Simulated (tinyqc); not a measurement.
Composition from the perpendicular lattice constant.

Question. The layer is x parts of the first compound and 1 - x of the second, grown coherently on the second as substrate and barrier. Rows of the table: lattice constant a, average valence level Ea on an absolute scale, spin-orbit splitting so, gaps at Gamma, X and L, hydrostatic deformation potentials av and ac (Gamma), shear potential b, elastic constants, electron and heavy-hole (along z) masses. All are interpolated linearly in x; gaps get -C x (1 - x), taken wholly in the conduction band; real line-ups can differ from this model by 0.1 eV or more. In-plane strain e = (a_substrate - a)/a, e_z = -2 (c12/c11) e, volume change 2 e + e_z. X-ray diffraction gives a_z = a (1 + e_z) of the coherent layer. Find x, e and the relaxed Gamma gap.

Inputs (values chosen for the exercise):
```
symbol  value  unit                  meaning
CG      0.477    eV  bowing of the Gamma gap
CX        1.4    eV      bowing of the X gap
CL       0.33    eV      bowing of the L gap
```

Binary compounds, values chosen for the exercise:
```
              close to InAs  close to GaAs
a (angstrom)          6.058          5.653
Ea (eV)               -6.67          -6.92
so (eV)               0.374          0.336
EG (eV)               0.352           1.41
EX (eV)                1.37           1.91
EL (eV)                1.08           1.71
av (eV)               0.997           1.16
ac (eV)               -5.11          -7.24
b (eV)                -1.83          -1.71
c11 (GPa)              83.3            119
c12 (GPa)              45.6           53.5
me (m0)              0.0228         0.0661
mh (m0)               0.335          0.354
```

lattice constant along the growth direction = 5.90541496 angstrom

Solution. a_z changes steadily with x, about (1 + 2 c12/c11) times as fast as the relaxed lattice constant, so one composition matches.

x = 0.3200
e = -2.241 %
relaxed Gamma gap = 0.9676 eV

tinyqc, about 0.01 s, one thread, Intel Xeon 2.30GHz (shared host): `OMP_NUM_THREADS=1 python tinyqc.py 2690131 2690132 out.jsonl`
